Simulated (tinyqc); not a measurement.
Plane-wave Kohn-Sham cycle with exchange-only LDA in a layered model solid, step by step. Computed by tinyqc, a small Python program that keeps every step. Settings: points = 16, plane-wave index or count = 2, electrons = 2, k points = 2, area = 16.0, mixing = 1.0, iteration cap = 76, Kerker q0 = 0.77. Command: `OMP_NUM_THREADS=1 python tinyqc.py 27732 27733 out.jsonl` (the two numbers bound the seeds that draw the settings). One thread of a shared host (Intel(R) Xeon(R) Processor @ 2.60GHz), about 0.01 s of CPU time with the checks. Later iterations appear only in the table of the cycle.

## Iteration 1: potential

A solid whose potential varies along x alone (atomic units):
```
parameter,value
period a,12.700000
cross-section of the cell,16.000000
electrons per cell,2
grid points,16
"plane waves -n..n, n",2
k points,2
V1 in V1 cos(2 pi x/a),-0.600000
V2 in V2 cos(4 pi x/a),-0.030000
```

density at the start, on the grid x_j = j a/N (e/bohr^3): 0.00984252  0.00984252  0.00984252  0.00984252  0.00984252  0.00984252  0.00984252  0.00984252  0.00984252  0.00984252  0.00984252  0.00984252  0.00984252  0.00984252  0.00984252  0.00984252

V_H(G) = 4 pi rho(G)/G^2 for G != 0 (uniform background); v_x = -(3 rho/pi)^(1/3); V = V_ext + V_H + v_x; Fourier components f(G_m) = (1/N) sum_j f(x_j) exp(-i G_m x_j).

Potentials on the grid (hartree):
```
x,V_ext,V_H,v_x,V
0.000000,-0.630000,0.000000,-0.211037,-0.841037
0.793750,-0.575541,0.000000,-0.211037,-0.786578
1.587500,-0.424264,0.000000,-0.211037,-0.635301
2.381250,-0.208397,0.000000,-0.211037,-0.419434
3.175000,0.030000,0.000000,-0.211037,-0.181037
3.968750,0.250823,0.000000,-0.211037,0.039786
4.762500,0.424264,0.000000,-0.211037,0.213227
5.556250,0.533115,0.000000,-0.211037,0.322077
6.350000,0.570000,0.000000,-0.211037,0.358963
7.143750,0.533115,0.000000,-0.211037,0.322077
7.937500,0.424264,0.000000,-0.211037,0.213227
8.731250,0.250823,0.000000,-0.211037,0.039786
9.525000,0.030000,0.000000,-0.211037,-0.181037
10.318750,-0.208397,0.000000,-0.211037,-0.419434
11.112500,-0.424264,0.000000,-0.211037,-0.635301
11.906250,-0.575541,0.000000,-0.211037,-0.786578
```

V(G_m), m = 0, 1, 2, ... (hartree): -0.211037  -0.300000  -0.015000  0.000000  0.000000

## Iteration 1: Hamiltonian at one k

k = 0.250000 2 pi / a

H(m,m') = (k + G_m)^2/2 delta + V(G_m - G_m'), with V(-G) = V(G).

H (hartree):
```
,-2,-1,+0,+1,+2
-2,0.163762,-0.300000,-0.015000,0.000000,0.000000
-1,-0.300000,-0.142197,-0.300000,-0.015000,0.000000
+0,-0.015000,-0.300000,-0.203388,-0.300000,-0.015000
+1,0.000000,-0.015000,-0.300000,-0.019813,-0.300000
+2,0.000000,0.000000,-0.015000,-0.300000,0.408528
```

## Iteration 1: levels at that k

Diagonalise the Hermitian matrix.

eigenvalues (hartree): -0.636864  -0.242440  0.104017  0.392319  0.589860

## Iteration 1: new density

Motion across x is left out: the lowest 1 band(s) hold two electrons at each of the k points (j + 1/2)/nk - 1/2. Residual R = rho(out) - rho(in); rho(new) = rho(in) + 1 R, with R(G) scaled by G^2/(G^2 + 0.77^2) (Kerker). rho(out) = 2/(a A nk) sum |psi|^2 with psi = sum c exp(i G x). Harris energy E = band energy - dV sum rho (V_H/2 + v_x) + (3/4) dV sum rho v_x with rho(in), dV = a A/N, band energy = (2/nk) sum of the filled levels.

rho(out) (e/bohr^3): 0.03891227  0.03251908  0.01858480  0.00674400  0.00130782  0.00009431  0.00000162  0.00001268  0.00003940  0.00001268  0.00000162  0.00009431  0.00130782  0.00674400  0.01858480  0.03251908

density after iteration 1 (e/bohr^3): 0.02321732  0.01918959  0.01097694  0.00537158  0.00466182  0.00631215  0.00775394  0.00849677  0.00873745  0.00849677  0.00775394  0.00631215  0.00466182  0.00537158  0.01097694  0.01918959

energy per cell = -1.16821025 hartree

## Iteration 2: potential

As before.

Potentials on the grid (hartree):
```
x,V_ext,V_H,v_x,V
0.000000,-0.630000,0.332651,-0.280928,-0.578277
0.793750,-0.575541,0.282515,-0.263641,-0.556666
1.587500,-0.424264,0.161247,-0.218852,-0.481869
2.381250,-0.208397,0.029088,-0.172461,-0.351770
3.175000,0.030000,-0.071087,-0.164504,-0.205591
3.968750,0.250823,-0.131785,-0.181991,-0.062953
4.762500,0.424264,-0.164308,-0.194909,0.065047
5.556250,0.533115,-0.179818,-0.200944,0.152352
6.350000,0.570000,-0.184353,-0.202824,0.182823
7.143750,0.533115,-0.179818,-0.200944,0.152352
7.937500,0.424264,-0.164308,-0.194909,0.065047
8.731250,0.250823,-0.131785,-0.181991,-0.062953
9.525000,0.030000,-0.071087,-0.164504,-0.205591
10.318750,-0.208397,0.029088,-0.172461,-0.351770
11.112500,-0.424264,0.161247,-0.218852,-0.481869
11.906250,-0.575541,0.282515,-0.263641,-0.556666
```

V(G_m), m = 0, 1, 2, ... (hartree): -0.204897  -0.191606  0.001903  0.000210  0.001688

## Iteration 2: Hamiltonian at one k

k = 0.250000 2 pi / a

As before.

H (hartree):
```
,-2,-1,+0,+1,+2
-2,0.169902,-0.191606,0.001903,0.000210,0.001688
-1,-0.191606,-0.136056,-0.191606,0.001903,0.000210
+0,0.001903,-0.191606,-0.197248,-0.191606,0.001903
+1,0.000210,0.001903,-0.191606,-0.013673,-0.191606
+2,0.001688,0.000210,0.001903,-0.191606,0.414669
```

## Iteration 2: levels at that k

As before.

eigenvalues (hartree): -0.440325  -0.166587  0.065893  0.281934  0.496676

## Iteration 2: new density

As before.

rho(out) (e/bohr^3): 0.03522290  0.03028958  0.01907709  0.00854269  0.00259101  0.00051069  0.00007555  0.00002712  0.00002998  0.00002712  0.00007555  0.00051069  0.00259101  0.00854269  0.01907709  0.03028958

density after iteration 2 (e/bohr^3): 0.02702033  0.02279190  0.01360565  0.00604668  0.00332025  0.00399879  0.00549152  0.00653271  0.00688498  0.00653271  0.00549152  0.00399879  0.00332025  0.00604668  0.01360565  0.02279190

energy per cell = -0.85022017 hartree

## Convergence

Stop when sqrt(dV sum R^2) is below 1e-8, dV = a A/N.

Course of the cycle:
```
iteration,E (hartree),norm of the residual
1,-1.16821025,1.91e-01
2,-0.85022017,1.10e-01
3,-0.72598207,6.74e-02
4,-0.68468553,4.05e-02
5,-0.67417085,2.27e-02
6,-0.67224803,1.15e-02
7,-0.67198036,5.52e-03
8,-0.67194955,2.66e-03
9,-0.67194685,1.31e-03
10,-0.67194680,6.53e-04
11,-0.67194686,3.28e-04
...,...,...
17,-0.67194689,5.57e-06
18,-0.67194689,2.83e-06
19,-0.67194689,1.44e-06
20,-0.67194689,7.29e-07
21,-0.67194689,3.70e-07
22,-0.67194689,1.88e-07
23,-0.67194689,9.55e-08
24,-0.67194689,4.85e-08
25,-0.67194689,2.46e-08
26,-0.67194689,1.25e-08
27,-0.67194689,6.34e-09
```

Converged in 27 iterations. Before convergence this energy mixes input and output and is not variational, so it may rise towards its limit.
